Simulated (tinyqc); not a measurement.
Capillary instabilities by surface diffusion: grooving and agglomeration of films, edge retraction, wire break-up and smoothing of roughness: one step, computed by the program tinyqc.

Isotropic surface energy; shapes change by surface diffusion alone.

Task: Will grooves cut through? Groove angle beta: sin(beta) = gamma_b/(2 gamma). For circular grains of radius R with spherical caps the groove ends (measured from the mean surface) at the depth R g(beta), g = (2 - 3 cos beta + cos^3 beta)/(3 sin^3 beta). The film parts if R [g(beta_s) + g(beta_i)] > h.

Inputs (values chosen for the exercise, for a model film): surface energy gamma_s = 1.43 J/m^2; grain-boundary energy gamma_b = 0.52 J/m^2; interface energy gamma_i = 1.2 J/m^2; film thickness h = 45 nm; grain radius R = 130 nm.

Grooves: at the surface and the interface.

Give: beta_s; beta_i; sum of g; critical R/h; final depth over h.

Result:

beta_s = 10.48 degrees

beta_i = 12.51 degrees

sum of g = 0.1010

critical R/h = 9.901

final depth over h = 0.2918

The grooves stop short by this estimate; triple junctions groove deeper and may still open.
